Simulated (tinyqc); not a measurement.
Spin coating of a resist or spin-on film: centrifugal thinning, evaporation and the final thickness (Emslie and Meyerhofer models): one step, computed by the program tinyqc.

A Newtonian film stays uniform over the wafer; solvent and solids have the same density and the concentration is uniform through the thickness.

Question. First explicit step of the full model. omega = 2 pi f/60; nu(c) = nu_s + k c^gamma; evaporation rate e = e0 sqrt(f/1000 rpm). Solids s and liquid l per area start at s = c0 h0, l = (1 - c0) h0. With h = h0 and c = c0: Q = K h^3, K = 2 omega^2/(3 nu); one Euler step of length dt = 0.01 h0/Q for s and l, ds/dt = -c Q, dl/dt = -(1 - c) Q - e.

Inputs (values chosen for the exercise, of the order of those of a polymer resist in an ester solvent): solids volume fraction c0 = 0.31; starting thickness h0 = 200 micrometre.

flow constant K = 3.541099e-04 1/(micrometre^2 s)

evaporation rate e = 0.11 micrometre/s

Give: Q; dt; s; l; Q/e at the start.

Answer.

Q = 2832.9 micrometre/s

dt = 7.0600e-04 s

s = 61.38 micrometre

l = 136.62 micrometre

Q/e at the start = 25753
